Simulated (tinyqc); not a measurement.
Inside a calculation. Model: MOSFET in the linear regime without short-channel effects, parameter extraction from computed curves.

Computed by the program tinyqc: `OMP_NUM_THREADS=1 python tinyqc.py 2210174 2210175 out.jsonl`, one thread of a shared Intel Xeon 2.30GHz, about 0.02 s for the whole run. Printed values are rounded.

Inversion charge Q = Cox n Vt W0(exp((Vg - VT)/(n Vt))), W0 the Lambert function and n = nf; u = Q/Cox; mobility mu = mu0/(1 + th1 u + th2 u^2); channel resistance Rch = (L - dL)/(W mu Q); Id = Vd/(Rch + Rsd/W). Cox = eps0 eox/tox. Small Vd, no channel-length or drain effects.

Parameters, values chosen for the exercise; channel values of the order met in silicon transistors: temperature T = 77 K; relative permittivity of the gate insulator (close to silicon dioxide) eox = 3.9; insulator thickness tox = 6.9 nm; low-field mobility mu0 = 270 cm^2/(V s); first mobility attenuation factor th1 = 0.27 1/V; second mobility attenuation factor th2 = 0 1/V^2; threshold voltage VT = 0.32 V; body factor nf = 1.35; gate width W = 10 um; drawn gate length L = 0.22 um; drawn less effective length dL = 0.011 um; source plus drain resistance Rsd = 200 ohm um; drain voltage Vd = 0.025 V.

Constants: q = 1.602176634e-19 C, kB = 1.380649e-23 J/K, Vt = kB T/q, eps0 = 8.8541878128e-14 F/cm where lengths are in cm. Results are converted to the units shown.

## Transfer curve

Vg, point 0 to 10 (V): 0.08  0.2  0.32  0.44  0.56  0.68  0.8  0.92  1.04  1.16  1.28

u, mu, Rch and Id as defined.

```
point         u (V)  mu (cm^2/(V s))    Rch (ohm)       Id (uA)
0      2.071791e-14              270  7.465732e15  3.348633e-12
1       1.362294e-8         270.0000  1.135396e10   2.201875e-6
2       0.005080310         269.6302     30487.61     0.8194676
3        0.09852154         263.0039     1611.717      15.32129
4         0.2116711         255.4034     772.4918      31.54607
5         0.3277545         248.0492     513.6835      46.84425
6         0.4450148         241.0383     389.3333      61.07492
7         0.5629096         234.3779     316.5386      74.28569
8         0.6812011         228.0551     268.8233      86.55812
9         0.7997637         222.0511     235.1621      97.97693
10        0.9185235         216.3459     210.1566      108.6217
```

## Threshold and mobility at the peak transconductance

gm_i = (Id_(i+1) - Id_(i-1))/(Vg_(i+1) - Vg_(i-1)); at the point j of largest gm the tangent meets the axis at V_ext = Vg_j - Id_j/gm_j; field-effect mobility gm_j L/(W Cox Vd) with the drawn L.

gm, point 1 to 9 (uS): 3.414448  63.83869  128.0275  131.3457  123.0369  114.3393  106.1800  98.71348  91.93156
j = 4
V_ext = 0.3198241 V
field-effect mobility = 230.9586 cm^2/(V s)

V_ext is 0.18 mV below the model VT, and the mobility so found is 19 % below mu0 L/(L - dL) = 284 cm^2/(V s), the value for the drawn L; attenuation, series resistance and the slow approach of Q to a straight line all lower the peak gm.

## The Y function

Y_i = Id_i/sqrt(gm_i). For Id = beta Vd x/(1 + th x), x = Vg - VT, Y = sqrt(beta Vd) x whatever th. Slope s from points 6 and 9; VT_Y = Vg - Y/s at point 9; beta = s^2/Vd; mobility beta L/(W Cox) with the drawn L; th* = (beta Vd x/Id - 1)/x at point 9.

Y, point 1 to 9 (uA^0.5 V^0.5): 1.191605e-6  0.1025628  1.354078  2.752563  4.223170  5.711696  7.209147  8.712034  10.21860
s = 12.51918 uA^0.5 V^-0.5
VT_Y = 0.3437645 V
beta = 6269.199 uA/V^2
mobility from Y = 275.5945 cm^2/(V s)
th* = 0.3745255 1/V

The mobility from Y is 3.0 % below mu0 L/(L - dL) = 284 cm^2/(V s), which it should reach in deep inversion when th2 = 0. th* compares with th1 + mu0 Cox Rsd/(L - dL) = 0.399 1/V, since series resistance enters like th1.
